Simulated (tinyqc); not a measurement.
## Surface Green function of a chain with one s and one p orbital a site, Sancho-Rubio decimation: effect of the broadening

A semi-infinite lead of cells 0, 1, 2, ... with H0 inside a cell and H1 = <cell i|H|cell i + 1>. H1 = [[-vss, vsp], [-vsp, vpp]]. z = E + i eta.

Start with e_s = e = H0, a = H1, b = H1^dagger. Each round: g = (z - e)^(-1); e_s <- e_s + a g b; e <- e + a g b + b g a; a <- a g a; b <- b g b (all with the old a, b). Round k joins cells 2^k apart. Stop when the largest entry of the matrices a and b is below 1e-12 eV; g_s = (z - e_s)^(-1), bulk (z - e)^(-1), density of states -Im Tr/pi. The last column counts the steps of the plain recursion g <- (z - H0 - H1 g H1^dagger)^(-1), one cell a step from g = (z - H0)^(-1), until no entry changes by more than 1e-8 1/eV.

Inputs (values chosen for the exercise):
```
symbol,value,unit,meaning
E,7.96,eV,energy
```

H0 (eV):

|  | s | p |
|---|---|---|
| s | -2.1 | 0 |
| p | 0 | 1.23 |

H1 (eV):

|  | s | p |
|---|---|---|
| s | -2.7 | 1.21 |
| p | -1.21 | 3.19 |

Result of one run:

| eta (eV) | rounds | surface density of states (1/eV) | plain steps |
|---|---|---|---|
| 0.03 | 7 | 0.0012606 | 23 |

What becomes of these results when the broadening eta is changed from 0.03 to 0.1 eV, all else the same?

Result of the changed run:

| eta (eV) | rounds | surface density of states (1/eV) | plain steps |
|---|---|---|---|
| 0.1 | 7 | 0.0041535 | 23 |

The whole series:

| eta (eV) | rounds | surface density of states (1/eV) | plain steps |
|---|---|---|---|
| 0.8 | 6 | 0.023186 | 18 |
| 0.3 | 7 | 0.011471 | 21 |
| 0.1 | 7 | 0.0041535 | 23 |
| 0.05 | 7 | 0.0020966 | 23 |
| 0.03 | 7 | 0.0012606 | 23 |
| 0.01 | 7 | 4.2063e-4 | 23 |

The rounds go from 6 to 7 and the plain steps from 18 to 23. Outside the bands both counts level off, and the density of states vanishes as eta^(1.00) between the last two rows: it is the Lorentzian tail of states at other energies.

Numbers from tinyqc (`OMP_NUM_THREADS=1 python tinyqc.py 2680135 2680136 out.jsonl`; about 0.02 s on one thread of a shared Intel Xeon 2.30GHz).
